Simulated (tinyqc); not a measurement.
## Ground and coupling capacitance from two measurements

Question. A line has Cg to the planes and Cc to each of two neighbours. Find Cg, Cc, the load when both neighbours switch in antiphase, and the pulse on the line when it floats and both neighbours swing by Vx.

Inputs (values chosen for the exercise):
- Vx = 0.8 V (swing)

capacitance with neighbours driven alike and with neighbours grounded (aF/um): 34  108

Solution. Driven alike, Cc carries no charge, which leaves Cg; grounded neighbours give Cg + 2 Cc, antiphase Cg + 4 Cc; a floating line divides the swing as 2 Cc/(Cg + 2 Cc).

Cg = 34.00 aF/um
Cc = 37.00 aF/um
load in antiphase = 182.0 aF/um
pulse = 0.5481 V

Computed by the program tinyqc: `OMP_NUM_THREADS=1 python tinyqc.py 2790131 2790132 out.jsonl`, one thread of a shared Intel Xeon 2.30GHz, about 0.8 s for the whole run.
